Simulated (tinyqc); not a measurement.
Inside a calculation. Model: hot electrons in a saturated n-channel MOSFET, lucky-electron model.

tinyqc, about 0.01 s, one thread, Intel Xeon 2.30GHz (shared host): `OMP_NUM_THREADS=1 python tinyqc.py 2550080 2550081 out.jsonl` Printed values are rounded.

Beyond pinch-off the lateral field grows as Esat cosh(y/l) over the velocity-saturated region (pseudo-two-dimensional model). Impact ionisation in this region gives the substrate current, which biases the body forward through Rsub. Currents are per width. Local-field laws: they overstate ionisation when the field peak is narrower than an energy relaxation length.

Inputs (values chosen for the exercise); values close to those of silicon n-channel devices: channel length L = 1.2 um; oxide thickness tox = 27 nm; junction depth xj = 490 nm; threshold VT = 0.64 V; effective mobility mu = 290 cm^2/(V s); saturation velocity vs = 8.4e6 cm/s; ionisation prefactor Ai = 2e6 1/cm; ionisation field Bi = 1.8 MV/cm; resistance of the lightly doped drain Rd = 700 ohm um; substrate resistance Rsub = 2400 ohm um; fall of VT per volt of forward body bias kb = 0.22; hot-electron mean free path lm = 7.7 nm; oxide barrier pb = 3.2 V; prefactor of the gate current Cg = 0.0012; lifetime exponent m = 3.2; lifetime constant Hl = 820 s uA/um; drain voltage Vd = 5.4 V; gate voltage Vg = 2.9 V.

Constants: eps0 = 8.8541878128e-14 F/cm where lengths are in cm. Results are converted to the units shown.

## Length and field scales

Cox = 3.9 eps0/tox, l = sqrt(3 tox xj), Esat = 2 vs/mu.

Cox = 0.127894 uF/cm^2
l = 199.223 nm
Esat = 0.0579310 MV/cm
Esat L = 6.95172 V

## Iteration 1: body bias from the substrate current

Vb at the start = 0 V

Cox = 3.9 eps0/tox. Overdrive g = Vg - VT + kb Vb; Vdsat = g Esat L/(g + Esat L); Id = Cox vs (g - Vdsat); dV = Vd - Id Rd - Vdsat; Em = sqrt((dV/l)^2 + Esat^2); Isub = Id (Ai/Bi) l Em exp(-Bi/Em). Vb(new) = Rsub Isub.

Vdsat = 1.70553 V
Id = 59.5669 uA/um
dV = 3.65277 V
Em = 0.192285 MV/cm
Isub = 0.0218053 uA/um
Vb after iteration 1 = 5.23328e-5 V

## Course of the iteration: body bias from the substrate current

Stop when Vb changes by less than 1e-9 V, or after 60 iterations.

Course of the iteration:

| iteration | Vb (V) | \|change\| (V) |
|---|---|---|
| 1 | 5.23328e-5 | 5.23e-5 |
| 2 | 5.23324e-5 | 4.67e-10 |

Converged in 2 iterations. The change falls from 5.2e-5 in the first iteration to below the tolerance in the last.

## Gate current, lifetime and channel shortening

Id = 59.5674 uA/um
dV = 3.65276 V
Em = 0.192284 MV/cm
Isub = 0.0218052 uA/um

Ig = Cg Id exp(-pb/(lm Em)); lifetime tau = (Hl/Id)(Isub/Id)^(-m); length of the saturated region dL = l ln[(dV/l + Em)/Esat]. 1 year = 3.15576e7 s.

Isub/Id = 3.66058e-4
Ig = 2.93612e-5 pA/um
tau = 43285.2 years
dL = 372.421 nm

The lifetime exceeds ten years. Integrating Ai exp(-Bi/E) over the cosh profile gives Isub/Id = 3.54e-4, so the closed form is 3.5 % above it.
